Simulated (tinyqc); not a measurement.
What each parameter does: ellipsoidal valleys in the axes of a wafer and a channel.

Valleys with axes a along x, y and z, one whole valley each; inverse mass tensor w = 1/mt + (1/ml - 1/mt) a a. Device axes: z = nz/|nz|, x = nx/|nx|, y = z cross x; in them a = (ax, ay, az). Confinement mass mz = 1/w_zz. In the plane w_ij is replaced by u_ij = w_ij - w_iz w_jz/w_zz (i, j = x, y); density-of-states mass md = 1/sqrt(det u); conductivity mass along x mc = 1/u_xx; ballistic transport mass mx = u_yy/det u, width mass my = 1/u_yy.

Hard walls: E_n = c (n pi/t)^2/mz, c = hbar^2/2m0, n = 1, 2, 3. Non-degenerate share of a valley proportional to md sum_n exp(-E_n/kT); mean 1/mc = sum of share/mc. 1 nm = 10 angstrom.

Constants: hbar^2/2m0 = 3.80998211 eV angstrom^2; kB = 8.617333262e-05 eV/K.

Values chosen for the exercise (near those of the X valleys of AlAs; not measured data):
- ml = 1.127 m0 (longitudinal mass)
- mt = 0.2 m0 (transverse mass)
- nz = (0, 0, 1) (surface normal (confinement))
- nx = (1, 0, 0) (channel direction)
- t = 8.7 nm (thickness of the film)
- T = 300 K (temperature)

Lowest E1, its share and the mean conductivity mass.

Results for these values:

| case | lowest E1 (meV) | share | mean mc (m0) |
|---|---|---|---|
| base | 4.41 | 0.4491 | 0.2586 |

What happens to each result for T = 330 K, all else kept?

Answer: lowest E1 does not change at the printed digits; share falls from 0.4491 to 0.4355; mean mc rises from 0.2586 to 0.2605.

The same for each parameter in turn:

| case | lowest E1 (meV) | share | mean mc (m0) |
|---|---|---|---|
| base | 4.41 | 0.4491 | 0.2586 |
| ml = 1.014 m0 | 4.90 | 0.4481 | 0.2569 |
| mt = 0.18 m0 | 4.41 | 0.4662 | 0.2320 |
| t = 7.83 nm | 5.44 | 0.4827 | 0.2540 |
| T = 330 K | 4.41 | 0.4355 | 0.2605 |

Program tinyqc; command `OMP_NUM_THREADS=1 python tinyqc.py 1881263 1881264 out.jsonl`; about 0.01 s on one thread of a shared Intel(R) Xeon(R) Processor @ 2.30GHz.
